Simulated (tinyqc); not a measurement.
From results back to parameters: smearing for a one-band metal on the simple cubic lattice. Three cases, with inputs chosen for the exercise.

Problem. With Gaussian smearing, f = erfc(x)/2, s = exp(-x^2)/(2 sqrt(pi)), x = (E_k - mu)/sigma and free energy F = E - sigma S, small widths give F(sigma) = E0 - D sigma^2/4, where D is the density of states at the Fermi level (both spins, per cell). F at two widths was computed from hidden E0 and D.

Find: D; E0.

Method. D = 4 (F(s1) - F(s2))/(s2^2 - s1^2); E0 = F(s1) + D s1^2/4.

Case 1.

Values chosen: s1 = 0.091 eV; s2 = 0.182 eV.
F(s1) = -1.8285515 eV
F(s2) = -1.8407059 eV

Solution.

D = 1.957 1/eV
E0 = -1.8245 eV

Case 2.

Values chosen: s1 = 0.142 eV; s2 = 0.284 eV.
F(s1) = -2.6662737 eV
F(s2) = -2.6823948 eV

Solution.

D = 1.066 1/eV
E0 = -2.6609 eV

Case 3.

Values chosen: s1 = 0.037 eV; s2 = 0.074 eV.
F(s1) = -0.5739479 eV
F(s2) = -0.5743914 eV

Solution.

D = 0.432 1/eV
E0 = -0.5738 eV

Computed by tinyqc, one run a case: `OMP_NUM_THREADS=1 python tinyqc.py N N+1 out.jsonl` with N = 1652189, 1652352, 1652738; one thread of a shared Intel(R) Xeon(R) Processor @ 2.30GHz, about 0.3 s a run at most.
